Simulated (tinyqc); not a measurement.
The same layer on three faces: band edges of strained Si(1-x)Ge(x) on relaxed Si(1-y)Ge(y).

Values are linear in the Ge fraction but for ED(x) = linear - CD x (1 - x) and a(x) = linear - Ca x (1 - x). Energies are on the common scale of Ev.

Coherent growth: e_par = (a(y) - a(x))/a(x). (001): e_perp = -2 (C12/C11) e_par; exx = eyy = e_par, ezz = e_perp, no shear. (111): e_perp = -(2 C11 + 4 C12 - 4 C44)/(C11 + 2 C12 + 4 C44) e_par; exx = eyy = ezz = (2 e_par + e_perp)/3 and exy = eyz = ezx = (e_perp - e_par)/3. (110): e_perp = -(C11 + 3 C12 - 2 C44)/(C11 + C12 + 2 C44) e_par; exx = eyy = (e_par + e_perp)/2, ezz = e_par, exy = (e_perp - e_par)/2, eyz = ezx = 0.

A valley with unit axis u lies at Ev + gap + (av + a_valley) tr(e) + Xu (u.e.u - tr(e)/3); the Delta axes are x, y, z and the L axes [111], [1-1-1], [-11-1], [-1-11]. The second-order shift of the Delta valleys under shear is left out; it lowers the pair normal to the sheared plane by tens of meV at a shear of 1 %.

Valence edges: Ev plus the levels of the 6 x 6 matrix of X, Y, Z times spin with -Dso/3 + l exx + m (eyy + ezz) on the diagonal (cyclic), n exy off it, l = av + 2 b, m = av - b, n = sqrt(3) d. Spin-orbit term (Dso/3) L.sigma on X, Y, Z with (L_k)_ij = -i epsilon_kij: <X+|H|Y+> = -i Dso/3, <X+|H|Z-> = Dso/3, <Y+|H|Z-> = -i Dso/3, <Z+|H|X-> = -Dso/3, <Z+|H|Y-> = i Dso/3, <X-|H|Y-> = i Dso/3, and their conjugates; + and - are the spin along z.

Values chosen for the exercise (end members near Si and Ge, in this order; not measured data):
- a = (5.436, 5.659) angstrom (lattice constant)
- Dso = (0.044, 0.289) eV (spin-orbit splitting)
- av = (2.45, 1.22) eV (valence hydrostatic potential)
- b = (-2.1, -2.58) eV (tetragonal shear potential)
- d = (-4.75, -5.3) eV (trigonal shear potential)
- C11 = (165.3, 126.6) GPa
- C12 = (64.6, 48.3) GPa
- C44 = (78.7, 65.9) GPa
- Ev = (0, 0.63) eV (top of the unstrained valence band)
- ED = (1.135, 0.917) eV (gap to the Delta valleys)
- EL = (2.036, 0.733) eV (gap to the L valleys)
- aD = (1.81, 1.43) eV (hydrostatic potential of the Delta gap)
- aL = (-3.18, -2.59) eV (hydrostatic potential of the L gap)
- XuD = (9.15, 9.06) eV (uniaxial potential, Delta)
- XuL = (16.41, 15.49) eV (uniaxial potential, L)
- CD = 0.185 eV (bowing of the Delta gap)
- Ca = 0 angstrom (bowing of the lattice constant)
- x = 1 (Ge fraction of the layer)
- y = 0.71 (Ge fraction of the relaxed buffer)

dEc = Ec(buffer) - Ec(layer), dEv = Ev(layer) - Ev(buffer); buffer edges Ev(y) and Ev(y) + min(ED, EL). The digit behind Delta or L counts whole valleys.

Results:

| face | e_par (%) | lowest valleys | gap (eV) | next valleys above (meV) | valence splitting (meV) | dEc (eV) | dEv (eV) | Delta spread (meV) | L spread (meV) |
|---|---|---|---|---|---|---|---|---|---|
| (001) | -1.14 | L4 | 0.718 | 66 | 83 | 0.007 | 0.217 | 183 | 0 |
| (111) | -1.14 | L3 | 0.679 | 163 | 78 | 0.055 | 0.208 | 0 | 216 |
| (110) | -1.14 | L2 | 0.644 | 149 | 80 | 0.088 | 0.210 | 75 | 172 |

What can be read from this table?

On (001) only the Delta valleys split (183 meV), on (111) only the L valleys (216 meV), on (110) both (75 and 172 meV). The lowest valleys are L4 on (001), L3 on (111) and L2 on (110); the smallest gap is 0.644 eV on (110) and the largest 0.718 eV on (001).

(tinyqc, `OMP_NUM_THREADS=1 python tinyqc.py 1050246 1050247 out.jsonl`, Intel(R) Xeon(R) Processor @ 2.30GHz, 1 thread, shared host, about 0.01 s.)
